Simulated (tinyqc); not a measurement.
Thermoelectric coefficients of a parabolic band, Landauer integrals: two steps of the calculation.

Bulk parabolic band, x = (E - Ec)/kB T, C = hbar^2/(2 m0), kB T in eV. Modes per area gv m kB T x/(4 pi C) times the back-scattering length l0 x^rr give the transport function s0 X(x), s0 = (2 q^2/h) gv m kB T l0/(4 pi C), X = x^(1 + rr). I_k = int X (x - eta)^k w dx, w = 1/(4 cosh^2((x - eta)/2)).

Inputs (values chosen for the exercise): temperature T = 200 K; energy exponent of that length rr = 0.5; lattice thermal conductivity kL = 0.32 W/(m K); reduced Fermi level (EF - Ec)/kB T eta = 0.9; lower end of the grid xa = 0; upper end of the grid xe = 11; points of the grid nE = 13.

Task 1. The three integrals on a coarse grid. Simpson's rule on nE equally spaced points from xa to xe.

Find: x; X; w; X w; I_0, I_1, I_2 on this grid.

Result 1.

```
point      x       X         w       X w
0       0.00       0    0.2055         0
1       0.92  0.8776    0.2500    0.2194
2       1.83   2.482    0.2026    0.5029
3       2.75   4.560    0.1174    0.5354
4       3.67   7.021   0.05565    0.3907
5       4.58   9.812   0.02392    0.2347
6       5.50   12.90  0.009853    0.1271
7       6.42   16.25  0.003987   0.06481
8       7.33   19.86  0.001602   0.03181
9       8.25   23.70  6.418e-4   0.01521
10      9.17   27.75  2.568e-4  0.007127
11     10.08   32.02  1.027e-4  0.003289
12     11.00   36.48  4.108e-5  0.001499
```

I_0, I_1, I_2 on this grid: 1.959  4.353  14.77

Task 2. Power factor and figure of merit. Power factor S^2 sigma, ZT = S^2 sigma T/(kappa_e + kL).

sigma = 377.38940 S/cm
S = -192.58317 uV/K
kappa_e = 0.14812609 W/(m K)

Find: power factor; ZT; electronic share of kappa.

Result 2.

power factor = 1.3997 mW/(m K^2)
ZT = 0.59799
electronic share of kappa = 31.642 %

Range of the model: Parabolic bands, elastic scattering and a fixed kL make these model figures, not those of a material.

Computed by the program tinyqc: `OMP_NUM_THREADS=1 python tinyqc.py 2800001 2800002 out.jsonl`, one thread of a shared Intel Xeon 2.30GHz, about 0.08 s for the whole run.
